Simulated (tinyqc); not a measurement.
Inside a calculation. Method: CCSD on RHF in the sto-3g basis, for H6, spin multiplicity 1. One step of it, computed by the program tinyqc.

Question. CCSD: starting amplitudes. t_ij^ab = <ij||ab> / (e_i + e_j - e_a - e_b), whose energy is MP2.

orbital energies (hartree): MO1 -0.667175, MO2 -0.559178, MO3 -0.409144, MO4 0.340925, MO5 0.668728, MO6 1.058315

Two-electron integrals over orbitals (pq|rs), unique and non-zero (hartree):
```
p,q,r,s,(pq|rs)
1,1,1,1,0.420462
2,1,2,1,0.128870
2,2,1,1,0.333642
2,2,2,2,0.388045
3,1,1,1,0.081734
3,1,2,2,-0.049565
3,1,3,1,0.123062
3,2,2,1,-0.120157
3,2,3,2,0.140311
3,3,1,1,0.385109
3,3,2,2,0.348256
3,3,3,1,0.039335
3,3,3,3,0.385584
4,1,2,1,-0.039995
4,1,3,2,-0.006179
4,1,4,1,0.081067
4,2,1,1,-0.062283
4,2,2,2,0.000349
4,2,3,1,-0.052936
4,2,3,3,-0.013221
4,2,4,2,0.074652
4,3,2,1,-0.066800
4,3,3,2,0.066458
4,3,4,1,0.014252
4,3,4,3,0.081337
4,4,1,1,0.385201
4,4,2,2,0.348737
4,4,3,1,0.036189
4,4,3,3,0.374971
4,4,4,2,-0.023121
4,4,4,4,0.389886
5,1,1,1,0.007837
5,1,2,2,0.029609
5,1,3,1,-0.025711
5,1,3,3,-0.011544
5,1,4,2,-0.036604
5,1,4,4,-0.001260
5,1,5,1,0.049467
5,2,2,1,0.027151
5,2,3,2,0.003446
5,2,4,1,-0.055337
5,2,4,3,0.037554
5,2,5,2,0.087502
5,3,1,1,-0.069930
5,3,2,2,-0.004970
5,3,3,1,-0.057232
5,3,3,3,-0.027434
5,3,4,2,0.070432
5,3,4,4,-0.022772
5,3,5,1,-0.030497
5,3,5,3,0.075942
5,4,2,1,-0.121303
5,4,3,2,0.133783
5,4,4,1,0.003607
5,4,4,3,0.067914
5,4,5,2,0.000354
5,4,5,4,0.144036
5,5,1,1,0.349891
5,5,2,2,0.392508
5,5,3,1,-0.038279
5,5,3,3,0.360983
5,5,4,2,-0.005524
5,5,4,4,0.369722
5,5,5,1,0.029536
5,5,5,3,-0.009072
5,5,5,5,0.417670
6,1,2,1,0.001702
6,1,3,2,0.016603
6,1,4,1,-0.029445
6,1,4,3,-0.048001
6,1,5,2,-0.030967
6,1,5,4,0.013612
6,1,6,1,0.066800
6,2,1,1,-0.012969
6,2,2,2,-0.033890
6,2,3,1,0.023230
6,2,3,3,0.000772
6,2,4,2,0.032766
6,2,4,4,0.002638
6,2,5,1,-0.044937
6,2,5,3,0.034652
6,2,5,5,-0.033231
6,2,6,2,0.047123
6,3,2,1,0.043221
6,3,3,2,-0.002480
6,3,4,1,-0.076916
6,3,4,3,-0.016930
6,3,5,2,0.055094
6,3,5,4,-0.002239
6,3,6,1,0.029021
6,3,6,3,0.082484
6,4,1,1,-0.083833
6,4,2,2,0.041559
6,4,3,1,-0.117370
6,4,3,3,-0.041198
6,4,4,2,0.054874
6,4,4,4,-0.041133
6,4,5,1,0.022445
6,4,5,3,0.057915
6,4,5,5,0.041310
6,4,6,2,-0.022342
6,4,6,4,0.126584
6,5,2,1,-0.131345
6,5,3,2,0.124184
6,5,4,1,0.041265
6,5,4,3,0.070731
6,5,5,2,-0.028415
6,5,5,4,0.130500
6,5,6,1,-0.002814
6,5,6,3,-0.048086
6,5,6,5,0.147813
6,6,1,1,0.449271
6,6,2,2,0.356365
6,6,3,1,0.089047
6,6,3,3,0.414244
6,6,4,2,-0.069426
6,6,4,4,0.420884
6,6,5,1,0.009132
6,6,5,3,-0.079425
6,6,5,5,0.383881
6,6,6,2,-0.015358
6,6,6,4,-0.097931
6,6,6,6,0.507126
```

Give: Starting amplitudes; correlation energy.

Answer.

Starting amplitudes (spin orbitals 1a, 1b, ...; amplitudes related by a flip of all spins are not repeated; the 24 largest):
```
from,to,t
3a 3b,4a 4b,-0.0542
2a 2b,4a 4b,-0.0415
1a 1b,4a 4b,-0.0402
2a 2b,5a 5b,-0.0356
2a 3b,4a 5b,-0.0356
3a 3b,5a 5b,-0.0352
1a 3b,4a 6b,0.0311
3a 3b,6a 6b,-0.0281
1a 2b,4a 5b,0.0247
2a 3b,5a 6b,-0.0204
1a 3b,4b 6a,-0.0194
1a 1b,6a 6b,-0.0194
2a 3b,4b 5a,0.0190
1a 1b,5a 5b,-0.0185
2a 3a,4a 5a,-0.0166
1a 2b,4b 5a,-0.0164
1a 2b,5a 6b,0.0152
2a 2b,6a 6b,-0.0146
2a 2b,4a 6b,-0.0130
2a 3b,5b 6a,0.0129
1a 3b,5a 5b,0.0126
1a 3a,4a 6a,0.0117
1a 1b,4a 6b,0.0108
1a 2b,5b 6a,-0.0105
```

correlation energy = -0.049752 hartree
